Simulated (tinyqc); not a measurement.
Memristor with linear dopant drift, Joglekar window: effect of the doped share at t = 0 on the first half period.

A film of thickness D has a doped share x: R = Ron x + Roff (1 - x), i = v/R, dx/dt = k i F with k = mv Ron/D^2 and F = 1 - (2 x - 1)^(2 p). The drive is v = V0 sin(2 pi f t). The model has no threshold and no heating.

The equation is integrated to convergence over the first half period; the lobe area is the integral of i dv, down branch less up branch.

Values chosen for this exercise: resistance of the fully doped film Ron = 50 ohm; resistance of the undoped film Roff = 40000 ohm; film thickness D = 8 nm; dopant mobility mv = 6.3e-15 m^2/(V s); amplitude V0 = 1.1 V; window exponent p = 5; frequency f = 0.14 Hz.

Results:
```
x0	x at half period	R0/R(half period)	peak i (uA)	lobe area (uW)
0.02	0.3384	1.480	32.59	4.793
0.04	0.4075	1.619	34.90	6.169
0.06	0.4594	1.737	36.82	7.353
0.07	0.4830	1.797	37.74	7.951
0.11	0.5730	2.081	41.64	10.74
```

Estimate the missing row, x0 = 0.09.

Computed row:
```
x0	x at half period	R0/R(half period)	peak i (uA)	lobe area (uW)
0.09	0.5281	1.926	39.63	9.239
```

With this row back in the table: As x0 goes from 0.02 to 0.11, x at half period rises from 0.338 to 0.573, the resistance ratio rises from 1.48 to 2.08 and the lobe area rises from 4.79 to 10.7 uW.

Computed by the program tinyqc: `OMP_NUM_THREADS=1 python tinyqc.py 2880066 2880067 out.jsonl`, one thread of a shared Intel Xeon 2.30GHz, about 0.2 s for the whole run.
